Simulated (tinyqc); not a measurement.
Expansion against temperature: quasi-harmonic thermal expansion with mode Grueneisen parameters. Computed by tinyqc, a small Python program. Command: `OMP_NUM_THREADS=1 python tinyqc.py 3021110 3021111 out.jsonl qha walk`. One thread of a shared host (Intel(R) Xeon(R) Processor @ 2.30GHz), about 0.03 s of CPU time with the checks.

A crystal with two atoms a cell; per atom there are 1 transverse acoustic (TA), 1/2 longitudinal acoustic (LA) and 3/2 optical (O) modes. Every frequency of group i scales as nu_i (V/V0)^(-gamma_i). The acoustic groups have Debye spectra, density 3 nu^2/nu_i^3 up to nu_i (40 Gauss-Legendre points); the optical group has one frequency. Static energy: E = (9 V0 B0/16) [y^3 B' + y^2 (2 - 4 y)], y = (V0/V)^(2/3) - 1, with pressure P_s = (3 B0/2) (z^7 - z^5) [1 + (3/4)(B' - 4)(z^2 - 1)], z = (V0/V)^(1/3).

Inputs (values chosen for the exercise, modelled on gallium nitride): static volume V0 = 11.4 angstrom^3/atom; static bulk modulus B0 = 196 GPa; static B' = 4.13; frequency nu_TA = 5.5 THz; frequency nu_LA = 9.64 THz; frequency nu_O = 19 THz; Grueneisen parameter gamma_TA = 0.0083; Grueneisen parameter gamma_LA = 0.99; Grueneisen parameter gamma_O = 1.3.

Acoustic groups: Debye.

Constants: h x 1 THz = 4.135667696 meV; k_B = 8.617333262e-05 eV/K; 1 eV/angstrom^3 = 160.2176634 GPa.

Method:
- For a mode with x = h nu/(k_B T), n = 1/(exp(x) - 1): U = h nu (n + 1/2), C/k_B = x^2 n (n + 1); U_i and C_i sum these over group i with its weight per atom.
- Phonon pressure P_ph = sum_i gamma_i U_i/V.
- B_T = -V d(P_s + P_ph)/dV at fixed T (central difference, step 1e-4 V); alpha_V = sum gamma_i C_i k_B/(B_T V), all at V(T); the linear coefficient is alpha_L = alpha_V/3.
- V(T) solves P_s + P_ph = 0. The Grueneisen estimate uses C_i, V0 and B0 at the static volume; gamma_th = sum gamma_i C_i / sum C_i is taken at V(T).

Quasi-harmonic results:
```
T (K)  V/V0 - 1 (%)  B_T (GPa)  alpha_L (ppm/K)  alpha_L, Grueneisen estimate  gamma_th
20           0.6040     193.82           0.0071                        0.0070   0.09331
40           0.6042     193.82           0.0558                        0.0546   0.11075
70           0.6054     193.80           0.2363                        0.2320   0.17596
100          0.6086     193.77           0.4807                        0.4723   0.24520
150          0.6198     193.66           1.0383                        1.0176   0.38008
220          0.6520     193.33           2.0085                        1.9702   0.54787
300          0.7124     192.80           2.9363                        2.8832   0.65721
450          0.8713     191.58           3.9455                        3.8685   0.74275
700          1.2005     189.37           4.6262                        4.5082   0.78640
1000         1.6393     186.65           4.9446                        4.7750   0.80248
```

What follows from these numbers?

alpha_L is positive throughout. gamma_th moves from 0.09, near gamma_TA = 0.0083, to 0.80, near the average over all modes, 0.82, as the stiffer groups take up their share of C. B_T changes by -3.7 % over the table, and at the highest T the estimate at fixed V0 and B0 is off by -3.4 %.

Extremes, crossings and ranges named in words are read from the listed rows.
